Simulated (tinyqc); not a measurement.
Floating body of a partially depleted SOI transistor: body voltage and kink: one step of the calculation.

Source at 0 V. Channel current Ic = 2 nf K Vt^2 [F(0) - F(Vd)](1 + la Vd), F(V) = ln^2(1 + exp((Vg - VT - nf V)/(2 nf Vt))), VT = VT0 - gb Vb. Saturation voltage Vs = 2 Vt sqrt(F(0)) + 3 Vt, excess Ve = (Vd - Vs + sqrt((Vd - Vs)^2 + 0.0004 V^2))/2, multiplication M1 = Ai Ve exp(-Bl/Ve). Each junction passes D(v) = J1 (exp(v/Vt) - 1) + J2 (exp(v/(2 Vt)) - 1). Bipolar current Ib = bb J1 (exp(Vb/Vt) - 1). The body settles where M1 (Ic + Ib) = D(Vb) + D(Vb - Vd) + Vb/Rb; drain current Id = (1 + M1)(Ic + Ib) - D(Vb - Vd).

Task. Drain current with floating and with grounded body. Id and VT at the converged Vb, Id at Vb = 0, their ratio, and the bipolar share Ib/(Ic + Ib).

Inputs (values chosen for the exercise); values of the order met in partially depleted silicon-on-insulator transistors:

| symbol | value | unit | meaning |
|---|---|---|---|
| T | 330 | K | temperature |
| VT0 | 0.32 | V | threshold at zero body voltage |
| gb | 0.21 |  | fall of the threshold per volt of body voltage |
| nf | 1.2 |  | slope factor |
| K | 530 | uA/(V^2 um) | gain factor per width |
| la | 0.02 | 1/V | channel-length modulation factor |
| Ai | 1.87 | 1/V | impact-ionisation prefactor |
| Bl | 8.4 | V | impact-ionisation voltage |
| J1 | 5.4e-12 | uA/um | diffusion saturation current of each junction |
| J2 | 1.4e-8 | uA/um | recombination saturation current of each junction |
| bb | 0.5 |  | gain of the lateral bipolar transistor on the diffusion current |
| Rb | 1e9 | kohm um | resistance of a weak body tie to the source (1e9 stands for no tie, and the term is then dropped) |
| Vg | 0.4 | V | gate voltage |
| Vd | 2.3 | V | drain voltage |

Constants: q = 1.602176634e-19 C, kB = 1.380649e-23 J/K, Vt = kB T/q. Results are converted to the units shown.

converged Vb = 0.73040970 V

Give: VT; Id, floating; Id, grounded; ratio; bipolar share.

Result.

VT = 0.1666 V
Id, floating = 13.98 uA/um
Id, grounded = 2.411 uA/um
ratio = 5.799
bipolar share = 2.921 %

The body rises to 0.730 V and lowers the threshold by 153 mV.

Range of the model: The multiplication law is an empirical form chosen for the exercise; self-heating and capacitive coupling to the body are left out, and the linear laws are rough once Vb passes about 0.7 V or M1 about 0.1.

Program tinyqc, `OMP_NUM_THREADS=1 python tinyqc.py 2182209 2182210 out.jsonl`; Intel Xeon 2.30GHz, shared host, one thread, about 0.2 s.
